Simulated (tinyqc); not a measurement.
Minority carriers and saturation current of a heavily doped emitter: one step of the calculation.

n-type, parabolic bands, full ionisation. eta = (EF - Ec)/kB T solves N = Nc F12(eta), F12(x) = (2/sqrt(pi)) int_0^infinity sqrt(u)/(1 + exp(u - x)) du. The gap shrinks rigidly by dEg = E1 [ln(N/N0) + sqrt(ln^2(N/N0) + 0.5)], an empirical law that is here taken as the true narrowing.

Task. Effective intrinsic density. ni = sqrt(Nc Nv) exp(-Eg/(2 Vt)), Eg in volts; degeneracy factor g = F12(eta) exp(-eta); nie^2 = ni^2 exp(dEg/kB T) g, p0 = nie^2/N; apparent narrowing dEg + kB T ln g.

Inputs (values chosen for the exercise); band and dielectric values close to those of silicon: temperature T = 250 K; band gap Eg = 1.14 eV; conduction-band density of states at 250 K Nc = 2.12e19 cm^-3; valence-band density of states at 250 K Nv = 2.01e19 cm^-3; ionised donor density N = 6.1e18 cm^-3; energy of the narrowing law E1 = 9.8 meV; density of the narrowing law N0 = 1e17 cm^-3.

Constants: q = 1.602176634e-19 C, kB = 1.380649e-23 J/K, Vt = kB T/q. Results are converted to the units shown.

converged eta = -1.1443887

Find: ni; dEg; g; apparent narrowing; nie; p0.

Result.

ni = 6.6692e7 cm^-3
dEg = 81.165 meV
g = 0.90364
apparent narrowing = 78.982 meV
nie = 4.1704e8 cm^-3
p0 = 0.028511 cm^-3

Narrowing multiplies p0 by 43.3 and degeneracy by 0.904.

Range of the model: Band tails, non-parabolic bands and incomplete ionisation are left out.

Numbers from tinyqc (`OMP_NUM_THREADS=1 python tinyqc.py 2330024 2330025 out.jsonl`; about 0.01 s on one thread of a shared Intel Xeon 2.30GHz).
